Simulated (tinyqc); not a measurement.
Implant damage, amorphisation by cascade overlap, and solid-phase epitaxial regrowth: one step, computed by the program tinyqc. Command: `OMP_NUM_THREADS=1 python tinyqc.py 3113613 3113614 out.jsonl sper walk`. One thread of a shared host (Intel(R) Xeon(R) Processor @ 2.30GHz), about 0.01 s of CPU time with the checks.

Range and width of the damage are inputs. Dynamic annealing enters only through the surviving share f.

Task: Isothermal regrowth. v = v0 x orientation factor x exp(-E_a/(k_B T)) x [1 + (enhancement - 1) exp(-(z - R_d)^2/(2 s_d^2))], T = anneal temperature + 273.15 K; the dopant is taken to follow the damage profile; the lower front moves from the lower edge z2 to the surface, or to the middle (z1 + z2)/2 of a buried layer with upper edge z1; time = int dz/v; the equivalent undoped distance is that time times the undoped velocity.

Inputs (values chosen for the exercise, modelled on antimony ions in germanium):
```
quantity,value,unit
depth of the damage peak R_d,17,nm
width of the damage profile s_d,8.9,nm
regrowth prefactor v0,2.8e+16,nm/s
regrowth energy E_a,2.16,eV
anneal temperature,355,C
rate relative to (100),1,-
peak enhancement by the dopant,12,-
```

lower edge = 43.94131 nm

upper edge = 0 nm

Constants: k_B = 8.617333262e-05 eV/K.

Give: undoped velocity; distance to regrow; time without enhancement; equivalent undoped distance; time with enhancement.

Result:

undoped velocity = 0.1309 nm/s

distance to regrow = 43.94 nm

time without enhancement = 335.6 s

equivalent undoped distance = 11.74 nm

time with enhancement = 89.69 s

The rate doubles for each 11 K or so near this temperature.
